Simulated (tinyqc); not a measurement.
Pariser-Parr-Pople SCF with singles CI, for the molecule O=c1cccccc1 (SMILES; centres numbered as the heavy atoms are written), step by step. Computed by tinyqc, a small Python program that keeps every step. Settings: charge = 0, gamma = MN, start = huckel, damping = 0, iteration cap = 51, excitations kept = 9. Command: `OMP_NUM_THREADS=1 python tinyqc.py 27020 27021 out.jsonl` (the two numbers bound the seeds that draw the settings). One thread of a shared host (Intel(R) Xeon(R) Processor @ 2.60GHz), about 0.03 s of CPU time with the checks. Later iterations appear only in the table of the cycle.

## PPP integrals

Centres (angstrom, eV; a flat drawing with bonds scaled to 1.40 angstrom):
```
centre        x        y  core charge z        W  gamma_rr
1O       2.6370   0.0000              1  17.7000   15.2000
2C       1.2370   0.0000              1  11.1600   11.1300
3C       0.6290   1.2610              1  11.1600   11.1300
4C      -0.7360   1.5730              1  11.1600   11.1300
5C      -1.8300   0.7000              1  11.1600   11.1300
6C      -1.8300  -0.7000              1  11.1600   11.1300
7C      -0.7360  -1.5730              1  11.1600   11.1300
8C       0.6290  -1.2610              1  11.1600   11.1300
```

Resonance integrals (eV):
```
i  j     beta
1  2  -2.5100
2  3  -2.3900
3  4  -2.3900
4  5  -2.3900
5  6  -2.3900
6  7  -2.3900
7  8  -2.3900
8  2  -2.3900
```

Mataga-Nishimoto: gamma = 14.399645/(R + a), a = 2 x 14.399645/(gamma_rr + gamma_ss); H_rr = -W_r - sum_(s != r) z_s gamma_rs; H_rs = beta for bonds.

repulsion gamma_rs (eV):
```
         1O       2C       3C       4C       5C       6C       7C       8C
1O  15.2000   5.7742   4.1559   2.9902   2.5644   2.5644   2.9902   4.1559
2C   5.7742  11.1300   5.3457   3.7724   3.2434   3.2434   3.7724   5.3457
3C   4.1559   5.3457  11.1300   5.3451   3.7735   3.2439   3.2436   3.7737
4C   2.9902   3.7724   5.3451  11.1300   5.3463   3.7732   3.2433   3.2436
5C   2.5644   3.2434   3.7735   5.3463  11.1300   5.3455   3.7732   3.2439
6C   2.5644   3.2434   3.2439   3.7732   5.3455  11.1300   5.3463   3.7735
7C   2.9902   3.7724   3.2436   3.2433   3.7732   5.3463  11.1300   5.3451
8C   4.1559   5.3457   3.7737   3.2436   3.2439   3.7735   5.3451  11.1300
```

core matrix H (eV):
```
          1O        2C        3C        4C        5C        6C        7C        8C
1O  -42.8952   -2.5100    0.0000    0.0000    0.0000    0.0000    0.0000    0.0000
2C   -2.5100  -41.6573   -2.3900    0.0000    0.0000    0.0000    0.0000   -2.3900
3C    0.0000   -2.3900  -40.0415   -2.3900    0.0000    0.0000    0.0000    0.0000
4C    0.0000    0.0000   -2.3900  -38.8742   -2.3900    0.0000    0.0000    0.0000
5C    0.0000    0.0000    0.0000   -2.3900  -38.4502   -2.3900    0.0000    0.0000
6C    0.0000    0.0000    0.0000    0.0000   -2.3900  -38.4502   -2.3900    0.0000
7C    0.0000    0.0000    0.0000    0.0000    0.0000   -2.3900  -38.8742   -2.3900
8C    0.0000   -2.3900    0.0000    0.0000    0.0000    0.0000   -2.3900  -40.0415
```

## Starting guess

pi electrons, sum of z_r less the charge = 8

Orbitals of the Hueckel matrix of the beta values.

P at the start:
```
         1O       2C       3C       4C       5C       6C       7C       8C
1O   1.2926   0.7678  -0.1650  -0.3042   0.2067   0.2067  -0.3042  -0.1650
2C   0.7678   0.9785   0.4414   0.0397  -0.0929  -0.0929   0.0397   0.4414
3C  -0.1650   0.4414   0.9450   0.7696   0.0588  -0.3289  -0.1016   0.2464
4C  -0.3042   0.0397   0.7696   0.9641   0.5335   0.0501  -0.1222  -0.1016
5C   0.2067  -0.0929   0.0588   0.5335   0.9554   0.7402   0.0501  -0.3289
6C   0.2067  -0.0929  -0.3289   0.0501   0.7402   0.9554   0.5335   0.0588
7C  -0.3042   0.0397  -0.1016  -0.1222   0.0501   0.5335   0.9641   0.7696
8C  -0.1650   0.4414   0.2464  -0.1016  -0.3289   0.0588   0.7696   0.9450
```

## Iteration 1: Fock matrix

F_rr = H_rr + P_rr gamma_rr / 2 + sum_(s != r) P_ss gamma_rs; F_rs = H_rs - P_rs gamma_rs / 2; E = tr P (H + F) / 2 + core repulsion sum_(r<s) z_r z_s gamma_rs.

F (eV):
```
         1O       2C       3C       4C       5C       6C       7C       8C
1O  -8.9010  -4.7266   0.3428   0.4548  -0.2650  -0.2650   0.4548   0.3428
2C  -4.7266  -5.1735  -3.5698  -0.0749   0.1506   0.1506  -0.0749  -3.5698
3C   0.3428  -3.5698  -5.6292  -4.4467  -0.1108   0.5335   0.1647  -0.4650
4C   0.4548  -0.0749  -4.4467  -5.9970  -3.8161  -0.0944   0.1982   0.1647
5C  -0.2650   0.1506  -0.1108  -3.8161  -6.1150  -4.3684  -0.0944   0.5335
6C  -0.2650   0.1506   0.5335  -0.0944  -4.3684  -6.1150  -3.8161  -0.1108
7C   0.4548  -0.0749   0.1647   0.1982  -0.0944  -3.8161  -5.9970  -4.4467
8C   0.3428  -3.5698  -0.4650   0.1647   0.5335  -0.1108  -4.4467  -5.6292
```

pi energy = -107.6937 eV

## Iteration 1: orbitals and new P

Diagonalise F (the basis is taken as orthonormal) and form P = 2 sum c c over the lowest orbitals.

orbital energies (eV): -14.0262  -12.5368  -11.4243  -9.4293  -2.7428  -2.3149  1.0610  1.8562

P after iteration 1:
```
         1O       2C       3C       4C       5C       6C       7C       8C
1O   1.5205   0.7119  -0.1534  -0.2470   0.1630   0.1630  -0.2470  -0.1534
2C   0.7119   0.8103   0.4456   0.1136  -0.1309  -0.1309   0.1136   0.4456
3C  -0.1534   0.4456   0.9324   0.7704   0.0590  -0.3198  -0.0973   0.2542
4C  -0.2470   0.1136   0.7704   0.9450   0.5385   0.0538  -0.1652  -0.0973
5C   0.1630  -0.1309   0.0590   0.5385   0.9572   0.7456   0.0538  -0.3198
6C   0.1630  -0.1309  -0.3198   0.0538   0.7456   0.9572   0.5385   0.0590
7C  -0.2470   0.1136  -0.0973  -0.1652   0.0538   0.5385   0.9450   0.7704
8C  -0.1534   0.4456   0.2542  -0.0973  -0.3198   0.0590   0.7704   0.9324
```

## Iteration 2: Fock matrix

As before.

F (eV):
```
         1O       2C       3C       4C       5C       6C       7C       8C
1O  -8.3497  -4.5654   0.3188   0.3693  -0.2090  -0.2090   0.3693   0.3188
2C  -4.5654  -5.0604  -3.5811  -0.2143   0.2122   0.2122  -0.2143  -3.5811
3C   0.3188  -3.5811  -5.8499  -4.4488  -0.1114   0.5187   0.1579  -0.4797
4C   0.3693  -0.2143  -4.4488  -6.2096  -3.8294  -0.1014   0.2679   0.1579
5C  -0.2090   0.2122  -0.1114  -3.8294  -6.3186  -4.3827  -0.1014   0.5187
6C  -0.2090   0.2122   0.5187  -0.1014  -4.3827  -6.3186  -3.8294  -0.1114
7C   0.3693  -0.2143   0.1579   0.2679  -0.1014  -3.8294  -6.2096  -4.4488
8C   0.3188  -3.5811  -0.4797   0.1579   0.5187  -0.1114  -4.4488  -5.8499
```

pi energy = -108.0487 eV

## Iteration 2: orbitals and new P

As before.

orbital energies (eV): -14.1427  -12.4192  -11.6647  -9.2370  -2.9660  -2.2914  0.8470  1.7076

P after iteration 2:
```
         1O       2C       3C       4C       5C       6C       7C       8C
1O   1.5131   0.7222  -0.1533  -0.2429   0.1582   0.1582  -0.2429  -0.1533
2C   0.7222   0.8062   0.4366   0.1158  -0.1279  -0.1279   0.1158   0.4366
3C  -0.1533   0.4366   0.9304   0.7747   0.0554  -0.3203  -0.0921   0.2584
4C  -0.2429   0.1158   0.7747   0.9493   0.5343   0.0497  -0.1687  -0.0921
5C   0.1582  -0.1279   0.0554   0.5343   0.9607   0.7507   0.0497  -0.3203
6C   0.1582  -0.1279  -0.3203   0.0497   0.7507   0.9607   0.5343   0.0554
7C  -0.2429   0.1158  -0.0921  -0.1687   0.0497   0.5343   0.9493   0.7747
8C  -0.1533   0.4366   0.2584  -0.0921  -0.3203   0.0554   0.7747   0.9304
```

## Iteration 3: Fock matrix

As before.

F (eV):
```
         1O       2C       3C       4C       5C       6C       7C       8C
1O  -8.4031  -4.5952   0.3186   0.3632  -0.2028  -0.2028   0.3632   0.3186
2C  -4.5952  -5.0927  -3.5570  -0.2184   0.2075   0.2075  -0.2184  -3.5570
3C   0.3186  -3.5570  -5.8603  -4.4604  -0.1045   0.5194   0.1493  -0.4876
4C   0.3632  -0.2184  -4.4604  -6.1950  -3.8182  -0.0938   0.2737   0.1493
5C  -0.2028   0.2075  -0.1045  -3.8182  -6.2878  -4.3964  -0.0938   0.5194
6C  -0.2028   0.2075   0.5194  -0.0938  -4.3964  -6.2878  -3.8182  -0.1045
7C   0.3632  -0.2184   0.1493   0.2737  -0.0938  -3.8182  -6.1950  -4.4604
8C   0.3186  -3.5570  -0.4876   0.1493   0.5194  -0.1045  -4.4604  -5.8603
```

pi energy = -108.0530 eV

## Iteration 3: orbitals and new P

As before.

orbital energies (eV): -14.1427  -12.4311  -11.6544  -9.2671  -2.9524  -2.2881  0.8741  1.6796

P after iteration 3:
```
         1O       2C       3C       4C       5C       6C       7C       8C
1O   1.5122   0.7250  -0.1540  -0.2406   0.1562   0.1562  -0.2406  -0.1540
2C   0.7250   0.8045   0.4338   0.1168  -0.1274  -0.1274   0.1168   0.4338
3C  -0.1540   0.4338   0.9323   0.7767   0.0544  -0.3200  -0.0915   0.2580
4C  -0.2406   0.1168   0.7767   0.9486   0.5320   0.0500  -0.1694  -0.0915
5C   0.1562  -0.1274   0.0544   0.5320   0.9608   0.7530   0.0500  -0.3200
6C   0.1562  -0.1274  -0.3200   0.0500   0.7530   0.9608   0.5320   0.0544
7C  -0.2406   0.1168  -0.0915  -0.1694   0.0500   0.5320   0.9486   0.7767
8C  -0.1540   0.4338   0.2580  -0.0915  -0.3200   0.0544   0.7767   0.9323
```

## Convergence

Stop when output and input P, before any damping, agree to 1e-7.

Course of the cycle:
```
iteration       E (eV)  largest |P(out) - P(in)|
1          -107.693736                  2.28e-01
2          -108.048704                  1.03e-02
3          -108.053030                  2.80e-03
4          -108.053607                  1.27e-03
5          -108.053715                  7.05e-04
6          -108.053739                  3.91e-04
7          -108.053746                  2.16e-04
8          -108.053748                  1.19e-04
9          -108.053748                  6.58e-05
10         -108.053748                  3.62e-05
11         -108.053748                  1.99e-05
12         -108.053748                  1.10e-05
13         -108.053748                  6.04e-06
14         -108.053748                  3.32e-06
15         -108.053748                  1.83e-06
16         -108.053748                  1.00e-06
17         -108.053748                  5.52e-07
18         -108.053748                  3.04e-07
19         -108.053748                  1.67e-07
20         -108.053748                  9.18e-08
```

Converged in 20 iterations.

## Converged orbitals

Charges are z - P_rr.

orbital energies (eV): -14.1417  -12.4347  -11.6520  -9.2763  -2.9438  -2.2872  0.8770  1.6761

coefficients:
```
       MO1      MO2      MO3      MO4      MO5      MO6      MO7      MO8
1O  0.2830   0.5033   0.0000   0.6497   0.0000   0.3972   0.0000  -0.2944
2C  0.4261   0.4689   0.0000   0.0107   0.0000  -0.4474   0.0000   0.6311
3C  0.3580   0.1438   0.4115  -0.3855   0.5132  -0.1267   0.2595  -0.4318
4C  0.3504  -0.1886   0.5285  -0.1910  -0.2117   0.4904  -0.4194   0.2544
5C  0.3439  -0.4551   0.2266   0.3221  -0.4380  -0.2540   0.5067  -0.0795
6C  0.3439  -0.4551  -0.2266   0.3221   0.4380  -0.2540  -0.5067  -0.0795
7C  0.3504  -0.1886  -0.5285  -0.1910   0.2117   0.4904   0.4194   0.2544
8C  0.3580   0.1438  -0.4115  -0.3855  -0.5132  -0.1267  -0.2595  -0.4318
```

pi charges: 1O -0.5111, 2C 0.1969, 3C 0.0664, 4C 0.0517, 5C 0.0389, 6C 0.0389, 7C 0.0517, 8C 0.0664

## Singles CI, singlets

Over the 9 single excitations with the smallest orbital gaps: A = (e_a - e_i) delta + 2 (ia|jb) - (ij|ab), with (pq|rs) = sum c_mp c_mq gamma_mn c_nr c_ns. f = 2/3 w |mu|^2 in atomic units, mu = sqrt2 sum c_ia sum_m c_mi c_ma R_m.

singlet CI matrix (eV):
```
         4>5      4>6      3>5      3>6      2>5      2>6      4>7      4>8
4>5   3.3101   0.0000   0.0000  -0.2566  -0.4282   0.0000  -0.2801   0.0000
4>6   0.0000   4.5666   0.8029   0.0000   0.0000   0.3673   0.0000  -0.0235
3>5   0.0000   0.8029   5.6731   0.0000   0.0000  -0.4729   0.0000   0.3220
3>6  -0.2566   0.0000   0.0000   6.2440   0.3824   0.0000   0.1100   0.0000
2>5  -0.4282   0.0000   0.0000   0.3824   6.1847   0.0000   0.1534   0.0000
2>6   0.0000   0.3673  -0.4729   0.0000   0.0000   7.0103   0.0000  -0.1790
4>7  -0.2801   0.0000   0.0000   0.1100   0.1534   0.0000   7.0014   0.0000
4>8   0.0000  -0.0235   0.3220   0.0000   0.0000  -0.1790   0.0000   7.3094
1>5  -0.1191   0.0000   0.0000  -0.0721  -0.0905   0.0000  -0.4574   0.0000

         1>5
4>5  -0.1191
4>6   0.0000
3>5   0.0000
3>6  -0.0721
2>5  -0.0905
2>6   0.0000
4>7  -0.4574
4>8   0.0000
1>5   7.7356
```

singlet excitation energies (eV): 3.2119  4.0374  5.8358  6.0025  6.5455  6.9011  6.9857  7.5338  7.9815

oscillator strengths: 0.1028  0.2767  0.0006  1.6835  0.4656  0.5481  0.0095  0.0277  0.0635

## Singles CI, triplets

Over the 9 single excitations with the smallest orbital gaps: A = (e_a - e_i) delta - (ij|ab), with (pq|rs) = sum c_mp c_mq gamma_mn c_nr c_ns.

triplet CI matrix (eV):
```
         4>5      4>6      3>5      3>6      2>5      2>6      4>7      4>8
4>5   1.7344   0.0000   0.0000  -0.4249   0.7329   0.0000  -0.1967   0.0000
4>6   0.0000   2.0401  -0.4249   0.0000   0.0000  -0.4082   0.0000   0.6706
3>5   0.0000  -0.4249   3.6357   0.0000   0.0000   0.0119   0.0000  -0.7159
3>6  -0.4249   0.0000   0.0000   4.3706   0.0119   0.0000  -0.4593   0.0000
2>5   0.7329   0.0000   0.0000   0.0119   4.8426   0.0000  -0.6240   0.0000
2>6   0.0000  -0.4082   0.0119   0.0000   0.0000   5.1440   0.0000   0.8153
4>7  -0.1967   0.0000   0.0000  -0.4593  -0.6240   0.0000   5.9273   0.0000
4>8   0.0000   0.6706  -0.7159   0.0000   0.0000   0.8153   0.0000   5.8014
1>5   0.3319   0.0000   0.0000   0.4073   0.3599   0.0000   0.7103   0.0000

        1>5
4>5  0.3319
4>6  0.0000
3>5  0.0000
3>6  0.4073
2>5  0.3599
2>6  0.0000
4>7  0.7103
4>8  0.0000
1>5  6.2497
```

triplet excitation energies (eV): 1.4820  1.7897  3.3876  3.9564  4.7700  4.9203  6.0909  6.5236  6.8254
